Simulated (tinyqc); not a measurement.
# Undoped gate-all-around wire MOSFET, analytic charge model: effects of single changes

An undoped round wire of radius R under an insulator shell and a surrounding gate; long channel, electrons only, n = ni exp((psi - V)/Vt) with V the quasi-Fermi potential (0 at the source, Vd at the drain), constant mobility, no quantisation. The radial Poisson equation gives n(r) = n(0)/(1 - (1 - b) r^2/R^2)^2 with b = Q0/(Q + Q0). Q is the electron charge per area of the wire surface.

Values chosen for this exercise; material values close to those of gallium arsenide:
- T = 300 K (temperature)
- Eg = 1.4 eV (band gap)
- eps_r = 12.7 (relative permittivity of the semiconductor)
- Nc = 4.4e17 cm^-3 (conduction-band density of states at T)
- Nv = 8.99e18 cm^-3 (valence-band density of states at T)
- eox = 22.9 (relative permittivity of the gate insulator)
- tox = 13 nm (insulator thickness)
- R = 3 nm (wire radius)
- dphi = 0.18 V (gate work function less that of the intrinsic body)
- mu = 100 cm^2/(V s) (channel mobility)
- L = 1 um (gate length)
- Vd = 1 V (drain voltage)

Constants: q = 1.602176634e-19 C, kB = 1.380649e-23 J/K, Vt = kB T/q, eps0 = 8.8541878128e-14 F/cm where lengths are in cm. Results are converted to the units shown.

Each table varies one quantity; the others keep the values above.

## Effect of the insulator thickness

ni = sqrt(Nc Nv) exp(-Eg/(2 Vt)), Eg in volts; Cox = eps0 eox/(R ln(1 + tox/R)); Q0 = 4 eps0 eps_r Vt/R; V0 = dphi + Vt ln[8 eps0 eps_r Vt/(q ni R^2)]. Q solves Vg - V0 - V = Q/Cox + Vt ln(Q/Q0) + Vt ln(1 + Q/Q0). I = mu (2 pi R/L)[2 Vt (Qs - Qd) + (Qs^2 - Qd^2)/(2 Cox) + Vt Q0 ln((Qd + Q0)/(Qs + Q0))], with Qs at V = 0 and Qd at V = Vd.  I(low) is taken at Vg = 0.68 V, Qs and I(high) at Vg = 1.43 V.

The same in every row: V0 (V) = 0.93411.

Results:

| tox (nm) | I(low) (nA) | Qs(high) (nC/cm^2) | I(high) (uA) |
|---|---|---|---|
| 4.3 | 0.0010170 | 2947.5 | 1.3239 |
| 6.2 | 0.0010170 | 2399.1 | 1.0960 |
| 9 | 0.0010170 | 1983.6 | 0.91974 |
| 13 | 0.0010169 | 1674.9 | 0.78652 |
| 27 | 0.0010169 | 1256.7 | 0.60224 |
| 39 | 0.0010169 | 1110.8 | 0.53676 |

Estimate the missing row, tox = 19 nm.

Computed row:

| tox (nm) | I(low) (nA) | Qs(high) (nC/cm^2) | I(high) (uA) |
|---|---|---|---|
| 19 | 0.0010169 | 1431.9 | 0.68005 |

With this row back in the table: As tox goes from 4.3 to 39 nm, I(low) stays near 0.00102 nA and I(high) falls from 1.32 to 0.537 uA. On average I(low) is independent of tox and I(high) goes as tox^(-0.41). Below threshold no voltage drops over the insulator in this long-channel model, so its thickness does not matter there. In every row the surface density at the source at the higher gate voltage passes 0.3 Nc, where Boltzmann statistics fail. In every row the body is thin enough for quantum confinement, left out here, to raise the threshold.

## Effect of the gate work function less that of the intrinsic body

Same model as above.

Effect of the gate work function less that of the intrinsic body:

| dphi (V) | V0 (V) | I(low) (nA) | Qs(high) (nC/cm^2) | I(high) (uA) |
|---|---|---|---|---|
| 0.03 | 0.7841 | 0.3236 | 2226 | 1.338 |
| 0.08 | 0.8341 | 0.04838 | 2041 | 1.137 |
| 0.13 | 0.8841 | 0.007030 | 1857 | 0.9529 |
| 0.18 | 0.9341 | 0.001017 | 1675 | 0.7865 |
| 0.23 | 0.9841 | 1.470e-4 | 1494 | 0.6372 |
| 0.28 | 1.034 | 2.125e-5 | 1316 | 0.5047 |
| 0.33 | 1.084 | 3.072e-6 | 1141 | 0.3890 |

As dphi goes from 0.03 to 0.33 V, I(low) falls from 0.324 to 3.07e-6 nA and I(high) falls from 1.34 to 0.389 uA. V0 rises from 0.784 to 1.08 V. In every row the surface density at the source at the higher gate voltage passes 0.3 Nc, where Boltzmann statistics fail. In every row the body is thin enough for quantum confinement, left out here, to raise the threshold.

Numbers from tinyqc (`OMP_NUM_THREADS=1 python tinyqc.py 2460099 2460100 out.jsonl`; about 0.02 s on one thread of a shared Intel Xeon 2.30GHz).
